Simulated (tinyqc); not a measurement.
From Walker field B_W back to damping alpha: domain walls in a thin film with perpendicular anisotropy: Bloch, Neel and chiral walls, motion and stripe domains. Computed by tinyqc, a small Python program. Command: `OMP_NUM_THREADS=1 python tinyqc.py 3022704 3022705 out.jsonl mwall inv`. One thread of a shared host (Intel(R) Xeon(R) Processor @ 2.30GHz), about 0.1 s of CPU time with the checks.

One-dimensional wall: polar angle theta(x), azimuth phi of the moment in the wall (phi = 0 Neel, 90 degrees Bloch). mu_0 = 1.25663706212e-6 T m/A, gamma = 1.76085963023e11 rad/(s T).

Inputs (values chosen for the exercise, for a model film):
```
quantity                      value    unit
saturation magnetisation M_s    884    kA/m
exchange stiffness A             18    pJ/m
uniaxial anisotropy K_u         815  kJ/m^3
DMI constant D                0.073  mJ/m^2
thickness t                    0.69      nm
field mu_0 H_z                  6.9      mT
```

Drive: magnetic field.

Method:
- K_eff = K_u - mu_0 M_s^2/2; Delta = sqrt(A/K_eff); sigma_0 = 4 sqrt(A K_eff); profile theta = 2 arctan exp(x/Delta); quality factor Q = 2 K_u/(mu_0 M_s^2).
- sigma(phi) = sigma_0 + 2 Delta K_D cos^2(phi) - pi D cos(phi), with the wall shape anisotropy K_D = N_x mu_0 M_s^2/2, N_x = t ln 2/(pi Delta). The minimum has cos(phi) = D/D_N for D < D_N = 4 Delta K_D/pi and phi = 0 beyond; sigma turns negative at D_c = (sigma_0 + 2 Delta K_D)/pi.
- Field drive: steady motion v = gamma Delta B/alpha needs B = (alpha/2) [2 B_D sin(phi) - B_K sin(2 phi)] in size, B_K = 2 K_D/M_s, B_D = pi D/(2 M_s Delta), with phi moving from its rest value; the Walker field B_W is the largest value of |B_D sin(phi) - (B_K/2) sin(2 phi)| times alpha, reached at cos(phi) = [d - sqrt(d^2 + 8)]/4, d = B_D/B_K. Far above B_W/alpha, v = gamma Delta B alpha/(1 + alpha^2); this is used for all B above B_W.

Task: A run gave the result below. Find the damping alpha, known to lie between 0.067 and 0.13.

Walker field B_W = 2.125826 mT

Result:

Each step takes the trial c = (a f_b - b f_a)/(f_b - f_a), f being the result less the target and a, b, c the logarithms of the listed values; c replaces end b, the old b replaces a if the sign of f changed, and otherwise f_a is halved.

Scan of the range:
```
damping alpha  Walker field B_W (mT)
0.0670                       1.67231
0.0748                       1.86699
0.0836                       2.08664
0.0933                       2.32875
0.1040                       2.59582
0.1160                       2.89534
0.1300                       3.24477
```

False position (Illinois rule, in the logarithm of the input) inside the bracket:
```
step      end a      end b      trial  Walker field B_W (mT)
1     0.0836000  0.0933000  0.0850987                2.12405
2     0.0933000  0.0850987  0.0851668                2.12575
3     0.0933000  0.0851668  0.0851729                2.12590
4     0.0851668  0.0851729  0.0851700                2.12583
```

Walker field B_W rises at every point of a 13-point scan of the range (every second point is shown), so one value fits; it is bracketed by 0.0836 and 0.0933. The scan shows a pure power law with exponent 1.000, so scaling from any one row also gives the answer directly. Answer: damping alpha = 0.08517.

Caution: below about 3 B_W/alpha the mean velocity lies above the far-field formula, by a factor of roughly 1 + (B_W/(alpha B))^2/2.
